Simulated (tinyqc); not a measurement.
Empirical pseudopotential in a few plane waves, step by step. One step of it, computed by the program tinyqc.

Task: Levels at k. Diagonalise the Hermitian matrix.

H(k) at k (eV), lower triangle (Hermitian):
```
                     +0+0+0               -1-1-1               -1-1+1               -1+1-1
+0+0+0             1.894382
-1-1-1   2.462894-0.731172i            12.145478
-1-1+1  -2.462894-0.731172i   0.000000+0.707496i            22.707214
-1+1-1  -2.462894-0.731172i   0.000000+0.707496i             0.734707            16.908614
-1+1+1  -2.462894+0.731172i            -0.734707   0.000000+0.707496i   0.000000+0.707496i
+1-1-1  -2.462894-0.731172i   0.000000+0.707496i             0.734707             0.734707
+1-1+1  -2.462894+0.731172i            -0.734707   0.000000+0.707496i             0.000000
+1+1-1  -2.462894+0.731172i            -0.734707             0.000000   0.000000+0.707496i
+1+1+1   2.462894+0.731172i             0.000000            -0.734707            -0.734707
-2+0+0   0.000000-0.707496i  -2.462894+0.731172i  -2.462894-0.731172i  -2.462894-0.731172i
+0-2+0   0.000000-0.707496i  -2.462894+0.731172i  -2.462894-0.731172i   0.471413-0.105827i
+0+0-2   0.000000-0.707496i  -2.462894+0.731172i   0.471413-0.105827i  -2.462894-0.731172i
+0+0+2   0.000000+0.707496i  -0.471413-0.105827i   2.462894+0.731172i  -0.471413+0.105827i
+0+2+0   0.000000+0.707496i  -0.471413-0.105827i  -0.471413+0.105827i   2.462894+0.731172i
+2+0+0   0.000000+0.707496i  -0.471413-0.105827i  -0.471413+0.105827i  -0.471413+0.105827i

                     -1+1+1               +1-1-1               +1-1+1               +1+1-1
-1+1+1            27.470350
+1-1-1             0.000000             7.382343
+1-1+1             0.734707   0.000000+0.707496i            17.944078
+1+1-1             0.734707   0.000000+0.707496i             0.734707            12.145478
+1+1+1   0.000000+0.707496i            -0.734707   0.000000+0.707496i   0.000000+0.707496i
-2+0+0   2.462894-0.731172i   0.471413-0.105827i  -0.471413-0.105827i  -0.471413-0.105827i
+0-2+0  -0.471413-0.105827i  -2.462894-0.731172i   2.462894-0.731172i  -0.471413-0.105827i
+0+0-2  -0.471413-0.105827i  -2.462894-0.731172i  -0.471413-0.105827i   2.462894-0.731172i
+0+0+2  -2.462894+0.731172i  -0.471413+0.105827i  -2.462894+0.731172i   0.471413+0.105827i
+0+2+0  -2.462894+0.731172i  -0.471413+0.105827i   0.471413+0.105827i  -2.462894+0.731172i
+2+0+0   0.471413+0.105827i   2.462894+0.731172i  -2.462894+0.731172i  -2.462894+0.731172i

                     +1+1+1     -2+0+0     +0-2+0     +0+0-2
+1+1+1            22.707214
-2+0+0  -0.471413+0.105827i  27.366803
+0-2+0  -0.471413+0.105827i   0.734707  17.840532
+0+0-2  -0.471413+0.105827i   0.734707   0.734707  12.041932
+0+0+2  -2.462894-0.731172i  -0.734707  -0.734707   0.000000
+0+2+0  -2.462894-0.731172i  -0.734707   0.000000  -0.734707
+2+0+0  -2.462894-0.731172i   0.000000  -0.734707  -0.734707

           +0+0+2     +0+2+0     +2+0+0
+0+0+2  33.165403
+0+2+0   0.734707  27.366803
+2+0+0   0.734707   0.734707  17.840532
```

Give: eigenvalues.

Result:

eigenvalues (eV): -1.9029  5.6487  9.0923  9.4407  14.1915  15.9010  17.0251  17.3099  21.6534  21.7141  22.9750  27.3984  29.0019  30.8989  36.5790
